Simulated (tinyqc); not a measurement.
Thin-film resistivity, exact integral against the thick limit.

Fuchs-Sondheimer for a film of thickness d, k = d/lam: rho0/rho = 1 - (3 (1 - ps)/(2 k)) int_1^infinity (t^-3 - t^-5)(1 - exp(-k t))/(1 - ps exp(-k t)) dt; thick limit rho/rho0 = 1 + 3 (1 - ps)/(8 k).

Inputs (values chosen for the exercise); metal values close to those of tungsten: bulk resistivity rho0 = 5.15 uohm cm; bulk mean free path lam = 15.4 nm; specular share of surface scattering ps = 0.2.

Thin-film resistivity, exact integral against the thick limit:
```
d (nm),k,"rho/rho0, exact",thick limit,error of the limit (%),rho (uohm cm)
0.77,0.05000,6.011,7.000,16.5,30.96
1.5,0.09740,3.896,4.080,4.73,20.06
2.9,0.1883,2.661,2.593,-2.55,13.70
5.6,0.3636,1.930,1.825,-5.43,9.939
11,0.7143,1.493,1.420,-4.86,7.687
21,1.364,1.256,1.220,-2.86,6.468
41,2.662,1.125,1.113,-1.13,5.796
79,5.130,1.062,1.058,-0.339,5.470
150,9.740,1.032,1.031,-0.0949,5.314
```

What does the table show?

rho/rho0 falls from 6.01 to 1.03. The error of the thick limit goes from 16 through a minimum of -5.4 (at d = 5.6 nm among the rows listed) to -0.095 %; it stays within 5 % for k of 0.7143 and above among the rows listed. The change of sign at small k is a crossing of two different laws, not agreement.

Numbers from tinyqc (`OMP_NUM_THREADS=1 python tinyqc.py 2100172 2100173 out.jsonl`; about 0.01 s on one thread of a shared Intel Xeon 2.30GHz).
